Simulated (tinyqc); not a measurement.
Density and mobility of a removed layer (differential Hall).

Question. For layers in parallel the sheet conductance g = 1/Rs and the product g mu_H (mu_H signed, unit Hall factors) are additive. Find the sheet density and mobility of the layer that was removed, and its share of the conductance.

Constants: q = 1.602176634e-19 C. Results are converted to the units shown.

Rs before and after removing the top layer (ohm/square): 22.993218  27.863880
apparent mobility before and after, signed (cm^2/(V s)): 1168.0378  1400

Solution. The differences give g1 = q n mu and g1 mu = q n mu^2; their ratio is mu and g1^2/(q g1 mu) is n.

sheet density = 6.500e14 cm^-2
mobility = 73.00 cm^2/(V s)
share of the conductance = 17.48 %

Program tinyqc, `OMP_NUM_THREADS=1 python tinyqc.py 2850158 2850159 out.jsonl`; Intel Xeon 2.30GHz, shared host, one thread, about 0.04 s.
